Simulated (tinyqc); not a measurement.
Via and link resistance from two via chains.

Problem. A chain of 5000 vias joined by 5000 metal links has R = 5000 (Rv + Rlink), with Rlink proportional to the link length. Find Rv, Rlink for length L, and the value of Rv that the short chain would give if the links were ignored.

resistance of chains of 5000 links with link lengths L and 3 L (ohm): 1.46e5  2.18e5

Solution. R per link is a straight line in the link length; its intercept at zero length is Rv.

Rv = 22.00 ohm
Rlink = 7.200 ohm
Rv without correction = 29.20 ohm

Computed by the program tinyqc: `OMP_NUM_THREADS=1 python tinyqc.py 2750012 2750013 out.jsonl`, one thread of a shared Intel Xeon 2.30GHz, about 0.01 s for the whole run.
